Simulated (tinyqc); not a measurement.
Cyclotron resonance of ellipsoidal valleys, Ge type, step by step. Values are carried at full precision from step to step, so a last printed digit may differ when a step is redone from the rounded ones.

Valleys along [111], [-111], [1-11], [11-1], mass ml along the axis and mt across it. B lies in the (1-10) plane, b = (sin(theta)/sqrt2, sin(theta)/sqrt2, cos(theta)). For the angle phi between B and the axis, 1/mc^2 = cos^2(phi)/mt^2 + sin^2(phi)/(mt ml). Resonance: h nu = 2 muB B/mc, h = 2 pi hbar.

Constants: hbar = 6.58211957e-16 eV s; muB = 5.788381798e-05 eV/T.

Parameters, chosen for this exercise (near those of Ge; the results hold for these values, not for the real material): theta = 39 degrees (angle of B from [001] towards [110]); ml = 1.52 m0 (longitudinal mass); mt = 0.086 m0 (transverse mass); nu = 140 GHz (microwave frequency); tau = 25 ps (scattering time).

## Angles to the valley axes

Give b and cos^2(phi) for each axis.

b: [0.4450, 0.4450, 0.7771]

cos^2(phi): [111] 0.9265, [-111] 0.2013, [1-11] 0.2013, [11-1] 0.0042

## Cyclotron masses and resonance fields

For each axis, mc and B = h nu mc/(2 muB).

Resonances:
```
axis    mc (m0)   B (T)
[111]    0.0891  0.4459
[-111]   0.1732  0.8663
[1-11]   0.1732  0.8663
[11-1]   0.3494  1.7475
```

3 distinct masses appear; the limits are mt = 0.086 (B along the axis) and sqrt(ml mt) = 0.3616 (B across it).

## The same from the mass tensor

For the valley along [11-1]: M = mt 1 + (ml - mt) a a^T, and mc^2 = det M/(b M b).

M (m0), rows x, y, z and columns alike:
```
[[0.5640, 0.4780, -0.4780],
 [0.4780, 0.5640, -0.4780],
 [-0.4780, -0.4780, 0.5640]]
```

det M = 0.011242
b M b = 0.0921
mc = 0.3494 m0

## Line shape

For linear polarisation and one isotropic mass the absorbed power goes as P = [1 + (w^2 + wc^2) tau^2]/([1 + (wc^2 - w^2) tau^2]^2 + 4 w^2 tau^2), w = 2 pi nu. List it for wc/w = 0, 0.5, 0.8, 0.9, 1, 1.1, 1.2, 1.5 and 2, which is B over the resonance field.

w tau = 21.991

Power:
```
wc/w         P
0.0   0.002064
0.5   0.004561
0.8    0.02490
0.9    0.08596
1.0     0.5003
1.1    0.08591
1.2    0.02479
1.5   0.004267
2.0   0.001147
```

The largest listed value lies at wc/w = 1.0, 242.4 times the zero-field value. With w tau well above 1 the line is sharp, of relative half width about 1/(w tau). The closest two lines of this crystal are 94.3 % apart, so they are resolved.

## Checks

- Rotation frequency of dv/dt = -M^-1 (v x b) for the valley along [11-1], in units of e B/m0, against 1/mc: both 2.8621.

(tinyqc, `OMP_NUM_THREADS=1 python tinyqc.py 1251338 1251339 out.jsonl`, Intel(R) Xeon(R) Processor @ 2.30GHz, 1 thread, shared host, about 0.01 s.)
